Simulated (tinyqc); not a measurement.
Ballistic Schottky-barrier transistor with a one-dimensional channel, WKB contacts: one step of the calculation.

Source Fermi level 0, drain Fermi level -Vd. Far from the contacts Ec = pn - psi, and the gate moves psi one to one; the band edges relax as exp(-x/lam) from pn at the source and pn - Vd at the drain; Ev = Ec - Eg. A carrier of energy w inside the channel band meets at a contact a barrier of height D (the contact edge beyond the channel edge): T = 1 for w >= D, else exp(-S), S = 4 lam sqrt(m/C) [sqrt(D - w) - sqrt(w) arctan sqrt((D - w)/w)], C = hbar^2/(2 m0). The two contacts combine as Ts Td/(Ts + Td - Ts Td).

Problem. Transmission of one of the holes. S and T at both contacts for w = w0, and the tunnelling distance lam ln(D/w) at the higher barrier.

Inputs (values chosen for the exercise); channel values close to those of a germanium nanowire:
- mp = 0.15 m0 (hole mass)
- lam = 3 nm (screening length at the contacts)
- w0 = 0.14 eV (energy of one carrier inside the channel band)

Constants: q = 1.602176634e-19 C, hbar = 1.054571817e-34 J s, m0 = 9.1093837015e-31 kg, hbar^2/(2 m0) = 0.0380998212 eV nm^2. Results are converted to the units shown.

D for holes (eV): source 0.11000000, drain 0.61000000

Wanted: S at the source; S at the drain; combined T; tunnelling distance.

Solution.

S at the source = 0
S at the drain = 6.7802
combined T = 0.0011361
tunnelling distance = 4.4154 nm

Range of the model: No scattering, image-force lowering, channel charge or band-to-band tunnelling; parabolic kappa overstates S deep in the gap.

tinyqc, about 0.05 s, one thread, Intel Xeon 2.30GHz (shared host): `OMP_NUM_THREADS=1 python tinyqc.py 2390071 2390072 out.jsonl`
